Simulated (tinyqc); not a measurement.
Worked calculation: Hueckel theory of the pi electrons, for the molecule Bc1cccc(=O)cc1C=C (SMILES; centres numbered as the heavy atoms are written). One step of it, computed by the program tinyqc.

Question. Orbitals. Diagonalise; E = alpha + x beta with beta < 0, so the largest x are filled first; degenerate levels share their electrons. P = sum n_i c_ri c_si; each orbital has its largest coefficient positive (the first on a tie).

Hueckel matrix in units of beta (H = alpha + beta A), order 1B, 2C, 3C, 4C, 5C, 6C, 7O, 8C, 9C, 10C, 11C:
```
[[-1.000000, 0.700000, 0.000000, 0.000000, 0.000000, 0.000000, 0.000000, 0.000000, 0.000000, 0.000000, 0.000000],
 [0.700000, 0.000000, 1.000000, 0.000000, 0.000000, 0.000000, 0.000000, 0.000000, 1.000000, 0.000000, 0.000000],
 [0.000000, 1.000000, 0.000000, 1.000000, 0.000000, 0.000000, 0.000000, 0.000000, 0.000000, 0.000000, 0.000000],
 [0.000000, 0.000000, 1.000000, 0.000000, 1.000000, 0.000000, 0.000000, 0.000000, 0.000000, 0.000000, 0.000000],
 [0.000000, 0.000000, 0.000000, 1.000000, 0.000000, 1.000000, 0.000000, 0.000000, 0.000000, 0.000000, 0.000000],
 [0.000000, 0.000000, 0.000000, 0.000000, 1.000000, 0.000000, 1.000000, 1.000000, 0.000000, 0.000000, 0.000000],
 [0.000000, 0.000000, 0.000000, 0.000000, 0.000000, 1.000000, 1.000000, 0.000000, 0.000000, 0.000000, 0.000000],
 [0.000000, 0.000000, 0.000000, 0.000000, 0.000000, 1.000000, 0.000000, 0.000000, 1.000000, 0.000000, 0.000000],
 [0.000000, 1.000000, 0.000000, 0.000000, 0.000000, 0.000000, 0.000000, 1.000000, 0.000000, 1.000000, 0.000000],
 [0.000000, 0.000000, 0.000000, 0.000000, 0.000000, 0.000000, 0.000000, 0.000000, 1.000000, 0.000000, 1.000000],
 [0.000000, 0.000000, 0.000000, 0.000000, 0.000000, 0.000000, 0.000000, 0.000000, 0.000000, 1.000000, 0.000000]]
```

pi electrons, sum of z_r less the charge = 10

Give: x values; occupations; coefficients; charge and bond-order matrix P.

Answer.

x values: [2.2692, 1.7903, 1.4718, 0.8643, 0.7016, -0.3023, -0.4160, -1.0594, -1.2741, -1.9061, -2.1392]

occupations: [2.0000, 2.0000, 2.0000, 2.0000, 2.0000, 0.0000, 0.0000, 0.0000, 0.0000, 0.0000, 0.0000]

coefficients, order 1B, 2C, 3C, 4C, 5C, 6C, 7O, 8C, 9C, 10C, 11C:
```
[[0.0634, -0.0996, 0.0529, -0.1604, 0.0569, 0.4201, 0.1398, 0.5493, 0.5837, -0.1806, 0.2885],
 [0.2959, -0.3969, 0.1866, -0.4273, 0.1383, 0.4186, 0.1166, -0.0466, -0.2286, 0.2338, -0.4695],
 [0.2367, -0.2222, 0.4956, -0.1338, 0.2362, -0.3726, 0.2987, -0.3667, 0.1341, -0.3555, 0.2614],
 [0.2413, -0.0009, 0.5427, 0.3116, 0.0275, -0.3060, -0.2409, 0.4351, 0.0577, 0.4439, -0.0898],
 [0.3108, 0.2206, 0.3032, 0.4032, -0.2170, 0.4651, -0.1985, -0.0943, -0.2076, -0.4906, -0.0693],
 [0.4640, 0.3958, -0.0965, 0.0368, -0.1797, 0.1653, 0.3235, -0.3352, 0.2069, 0.4912, 0.2381],
 [0.3656, 0.5008, -0.2044, -0.2715, 0.6022, -0.1270, -0.2284, 0.1628, -0.0910, -0.1690, -0.0758],
 [0.3765, -0.0128, -0.2407, -0.0999, -0.5113, -0.3882, 0.2924, 0.2866, 0.0350, -0.2767, -0.3641],
 [0.3904, -0.4187, -0.2579, -0.1232, -0.1790, -0.0480, -0.4451, 0.0316, -0.2515, 0.0363, 0.5409],
 [0.2135, -0.3399, -0.3254, 0.4207, 0.2474, -0.0160, -0.2239, -0.2735, 0.5140, -0.0262, -0.3236],
 [0.0941, -0.1899, -0.2211, 0.4868, 0.3526, 0.0528, 0.5382, 0.2581, -0.4034, 0.0138, 0.1513]]
```

charge and bond-order matrix P, order 1B, 2C, 3C, 4C, 5C, 6C, 7O, 8C, 9C, 10C, 11C:
```
[[0.0914, 0.2891, 0.1965, -0.0087, -0.1265, -0.0625, 0.0806, -0.0013, 0.1247, -0.0465, -0.0897],
 [0.2891, 0.9633, 0.6812, 0.0874, -0.2825, -0.1568, 0.1410, 0.0870, 0.5229, -0.0164, -0.1946],
 [0.1965, 0.6812, 0.8494, 0.5821, 0.1392, -0.1466, 0.1051, -0.2695, 0.0637, -0.0661, -0.0539],
 [-0.0087, 0.0874, 0.5821, 0.9012, 0.7180, 0.1316, -0.1825, -0.1699, -0.1773, 0.0262, 0.1285],
 [-0.1265, -0.2825, 0.1392, 0.7180, 0.8936, 0.5122, -0.1560, 0.2238, -0.1200, 0.0173, 0.0801],
 [-0.0625, -0.1568, -0.1466, 0.1316, 0.5122, 0.8298, 0.5387, 0.5621, 0.1359, -0.0661, -0.1112],
 [0.0806, 0.1410, 0.1051, -0.1825, -0.1560, 0.5387, 1.7252, -0.2007, -0.1773, 0.0183, 0.1295],
 [-0.0013, 0.0870, -0.2695, -0.1699, 0.2238, 0.5621, -0.2007, 0.9426, 0.6365, -0.0109, -0.2757],
 [0.1247, 0.5229, 0.0637, -0.1773, -0.1200, 0.1359, -0.1773, 0.6365, 0.8829, 0.4270, 0.1003],
 [-0.0465, -0.0164, -0.0661, 0.0262, 0.0173, -0.0661, 0.0183, -0.0109, 0.4270, 1.0105, 0.8972],
 [-0.0897, -0.1946, -0.0539, 0.1285, 0.0801, -0.1112, 0.1295, -0.2757, 0.1003, 0.8972, 0.9102]]
```
